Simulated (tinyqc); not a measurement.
# Transfer-length model of a contact: what changes with what

A metal contact of length d and width W on a thin layer of the same width. The metal has no resistance, the sheet resistance under it equals Rsh, and current enters the layer at the front edge x = 0.

Values chosen for this exercise:
```
symbol,value,unit,meaning
Rsh,180,ohm/sq,sheet resistance of the semiconductor layer
rc,1.6e-7,ohm cm^2,specific contact resistivity
d,0.045,um,contact length
W,39,um,contact width
```

Each table varies one quantity; the others keep the values above.

## Effect of the sheet resistance

Transfer length Lt = sqrt(rc/Rsh); front resistance Rc = (Rsh Lt/W) coth(d/Lt); end resistance Re = (Rsh Lt/W)/sinh(d/Lt).

Effect of the sheet resistance:
```
Rsh (ohm/sq),Lt (um),d/Lt,Rc W (ohm um),Re W (ohm um)
5,1.789,0.02516,355.6,355.5
13,1.109,0.04056,355.8,355.5
33,0.6963,0.06463,356.1,355.3
86,0.4313,0.1043,356.8,354.9
220,0.2697,0.1669,358.8,353.9
570,0.1675,0.2686,364.1,351.3
1500,0.1033,0.4357,377.8,344.5
3800,0.06489,0.6935,410.8,328.6
```

What does the comparison show?

Rc W rises from 356 to 411 ohm um while Re W falls from 356 to 329 ohm um; for Rsh going to zero both tend to rc/d = 356 ohm um. A larger Rsh shortens Lt and crowds the current to the front edge.

## Effect of the contact resistivity

Same model as above.

Results:
```
rc (ohm cm^2),Lt (um),d/Lt,Rc W (ohm um)
3.1e-9,0.04150,1.084,9.398
2.1e-8,0.1080,0.4166,49.34
5.6e-8,0.1764,0.2551,127.1
1.5e-7,0.2887,0.1559,336.0
3.8e-7,0.4595,0.09794,847.1
1e-6,0.7454,0.06037,2225
2.6e-6,1.202,0.03744,5780
6.9e-6,1.958,0.02298,1.534e4
```

Estimate the missing row, rc = 8.2e-9 ohm cm^2.

Computed row:
```
rc (ohm cm^2),Lt (um),d/Lt,Rc W (ohm um)
8.2e-9,0.06749,0.6667,20.85
```

With this row back in the table: Rc W rises from 9.40 to 15300 ohm um, as rc^(0.82) between the first two rows (d/Lt = 1.1) and rc^(1.00) between the last two (d/Lt = 0.023); a long contact gives the power 1/2 and a short one 1.

Numbers from tinyqc (`OMP_NUM_THREADS=1 python tinyqc.py 2760114 2760115 out.jsonl`; about 0.01 s on one thread of a shared Intel Xeon 2.30GHz).
